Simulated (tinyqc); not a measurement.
Two-valley model of the transferred-electron effect: one step, computed by the program tinyqc. Command: `OMP_NUM_THREADS=1 python tinyqc.py 3013649 3013650 out.jsonl gunn walk`. One thread of a shared host (Intel(R) Xeon(R) Processor @ 2.30GHz), about 0.01 s of CPU time with the checks.

Both kinds of valley share one electron temperature T_e, and each has a constant mobility.

Problem. Does a domain form? Space charge grows at the rate n e |mu_d|/(eps eps_0) during the transit time L/v, with v the valley velocity; Kroemer's criterion asks n L > eps eps_0 v/(e |mu_d|). Transit frequency v/L.

Inputs (values chosen for the exercise, modelled on GaAs):

| quantity | value | unit |
|---|---|---|
| lattice temperature T | 300 | K |
| doping n | 2.1e+16 | 1/cm^3 |
| device length L | 12 | micrometre |
| permittivity eps | 12.9 | - |

Solver: damped fixed point.

valley velocity = 1.948310 1e7 cm/s

most negative differential mobility = -341.0042 cm^2/(V s)

Constants: eps_0 = 8.8541878128e-12 F/m; e = 1.602176634e-19 C.

Give: critical n L; n L of the device; transit frequency.

Solution.

critical n L = 4.0731e+11 1/cm^2

n L of the device = 2.52e+13 1/cm^2

transit frequency = 16.236 GHz

n L is 61.9 times the critical product: a domain can mature if the bias field lies in the region of negative slope.
